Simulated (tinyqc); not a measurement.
Free-carrier optics of a doped semiconductor (Drude model with one polar phonon): one step. Optical constants. Two cases, with inputs chosen for the exercise.

Problem. Convert eps at the photon energy E (in meV) into the optical constants.

n + i k = sqrt(eps1 + i eps2) with k >= 0; R = ((n - 1)^2 + k^2)/((n + 1)^2 + k^2) at normal incidence from vacuum; alpha = 2 E k/(hbar c), times 1e8 for 1/cm; loss function Im(-1/eps) = eps2/(eps1^2 + eps2^2).

Constants: hbar c = 1973.269805 eV angstrom.

Case 1.

Values chosen (out of a larger set: mass and dielectric values near those of SiC; N and mu are free inputs; interband absorption and the rise of the mass with filling are left out; not measured data): E = 45.3 meV (photon energy).

eps = 9.665888+0.442269i

Case 2.

Values chosen (out of a larger set: mass and dielectric values near those of InSb; N and mu are free inputs; interband absorption and the rise of the mass with filling are left out; not measured data): E = 75.3 meV (photon energy).

eps = 11.895751+0.121689i

Give: n; k; R; alpha.

Solution.

Case 1.

n = 3.1098
k = 0.0711
R = 0.2638
alpha = 326 1/cm

Light of this energy penetrates 1/alpha = 30.6 micrometre.

Case 2.

n = 3.4491
k = 0.0176
R = 0.3030
alpha = 135 1/cm

Light of this energy penetrates 1/alpha = 74.3 micrometre.

Computed by tinyqc, one run a case: `OMP_NUM_THREADS=1 python tinyqc.py N N+1 out.jsonl` with N = 1650355, 1650682; one thread of a shared Intel(R) Xeon(R) Processor @ 2.30GHz, about 0.01 s a run at most.
